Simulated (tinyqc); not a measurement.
# Worked calculation: FinFET, parasitic resistance, capacitance and delay

Program tinyqc, `OMP_NUM_THREADS=1 python tinyqc.py 2170068 2170069 out.jsonl`; Intel Xeon 2.30GHz, shared host, one thread, about 0.03 s. Printed values are rounded.

Nf fins under one contact; each has gated perimeter p = 2 Hf + Wf and cross-section A = Hf Wf; contact width Wc = Nf pf, stack height Hs = Hf. Contact length Lc = CPP - Lg - 2 Lsp, shared by two neighbouring gates. Source and drain sides are equal. The formulas are first-order estimates, not field solutions.

Parameters, values chosen for the exercise; values close to those of silicon logic devices:
- T = 300 K (temperature)
- Nf = 3 (number of fins)
- Hf = 42 nm (fin height)
- Wf = 6 nm (fin width)
- pf = 30 nm (fin pitch)
- CPP = 48 nm (contacted gate pitch)
- Lg = 12 nm (gate length)
- Lsp = 6 nm (spacer length)
- ks = 4.5 (relative permittivity of the spacer)
- Hc = 15 nm (gate height above the channel stack)
- rc = 5.6e-10 ohm cm^2 (contact resistivity)
- re = 0.00027 ohm cm (resistivity of the source-drain epitaxy)
- te = 30 nm (current-carrying depth of the epitaxy)
- rx = 0.00071 ohm cm (resistivity of the extension)
- Lov = 0.5 nm (gate overlap)
- Cinv = 3.2 uF/cm^2 (inversion capacitance)
- vx = 1.3e7 cm/s (injection velocity)
- mu = 150 cm^2/(V s) (apparent mobility)
- VT = 0.2 V (threshold at zero drain voltage)
- dl = 0.028 V/V (barrier lowering)
- n = 1.25 (subthreshold factor)
- Cw = 0.06 fF (wire load)
- Vdd = 0.8 V (supply voltage)

Constants: q = 1.602176634e-19 C, kB = 1.380649e-23 J/K, eps0 = 8.8541878128e-12 F/m, Vt = kB T/q. Results are converted to the units shown.

## Geometry and resistances

Epitaxy sheet resistance Rsh = re/te, transfer length LT = sqrt(rc/Rsh), contact Rc = [sqrt(rc Rsh)/Wc] coth(Lc/(2 LT)); extension of one fin Rx = rx Lsp/A. Effective width N p; for equal currents one side has Rc + Rx/N.

Lc = 24 nm
effective width = 270 nm
Rsh = 90 ohm
LT = 24.9444 nm
Rc = 55.7915 ohm
Rx = 169.048 ohm
one side times effective width = 30.2780 ohm um

Lc/2 is 0.48 transfer lengths, and Rc is 7.6 % above the area limit rc/(Wc Lc/2). The contact makes up 49.8 % of one side.

## Capacitances

With N fins: gate Cg = Cinv p N Lg; per side, plate Cp = ks eps0 [Wc (Hs + Hc) - N A]/Lsp, top fringe Cf = (2/pi) ks eps0 Wc ln(1 + Lg/(2 Lsp)), overlap Co = Cinv p N Lov. Cs = Cp + Cf + Co. An inverter of two such devices driving an equal one has the load CL = 2 (Cg + 2 Cs) + 4 Cs + Cw (its own drains counted twice for the Miller effect).

Cg = 103.680 aF
Cp = 29.0462 aF
Cf = 1.58237 aF
Co = 4.32 aF
CL = 546.948 aF

The channel capacitance gives 37.9 % of CL, the parasitic parts 51.1 % and the wire 11.0 %.

## Iteration 1: fin currents at Vgs = Vdd, Vds = Vdd/2

I at the start (uA): fin 1 0, fin 2 0, fin 3 0

One fin: I = p Q vx u/(1 + |u|^1.8)^(1/1.8), Q = Cinv n Vt ln(1 + exp((Vg' - VT + dl Vd')/(n Vt))), u = Vd' mu/(vx Lg), Vg' = Vgs - v, Vd' = Vds - 2 v, with the drop on each side v = Rc (sum of I) + Rx I. I(new) = I(out).

drop v (mV): fin 1 0, fin 2 0, fin 3 0
I(out) (uA): fin 1 218.302, fin 2 218.302, fin 3 218.302
I after iteration 1 (uA): fin 1 218.302, fin 2 218.302, fin 3 218.302

## Iteration 2: fin currents at Vgs = Vdd, Vds = Vdd/2

As before.

drop v (mV): fin 1 73.4417, fin 2 73.4417, fin 3 73.4417
I(out) (uA): fin 1 180.410, fin 2 180.410, fin 3 180.410
I after iteration 2 (uA): fin 1 180.410, fin 2 180.410, fin 3 180.410

## Course of the iteration: fin currents at Vgs = Vdd, Vds = Vdd/2

Stop when the largest change of I is below 1e-6 uA, or after 80 iterations.

Course of the iteration:

| iteration | total I (uA) | largest \|change\| of one entry (uA) |
|---|---|---|
| 1 | 654.907 | 218 |
| 2 | 541.229 | 37.9 |
| 3 | 563.264 | 7.35 |
| 4 | 559.104 | 1.39 |
| 5 | 559.893 | 0.263 |
| 6 | 559.744 | 0.0499 |
| 7 | 559.772 | 9.45e-3 |
| 8 | 559.767 | 1.79e-3 |
| 9 | 559.768 | 3.40e-4 |
| 10 | 559.768 | 6.44e-5 |
| 11 | 559.768 | 1.22e-5 |
| 12 | 559.768 | 2.31e-6 |
| 13 | 559.768 | 4.39e-7 |

Converged in 13 iterations. At the end each change is about 0.19 times the one before: linear convergence.

## Effective current, delay and energy

IH = I(Vdd, Vdd/2) = 559.768 uA
IL = I(Vdd/2, Vdd), solved likewise = 217.530 uA

Ieff = (IH + IL)/2, delay CL Vdd/(2 Ieff), energy CL Vdd^2, with CL the load of an inverter that drives an equal one.

Ieff = 388.649 uA
delay = 0.562923 ps
energy = 350.047 aJ

Without any series resistance Ieff would be 451 uA, so the resistances cost 13.8 %.
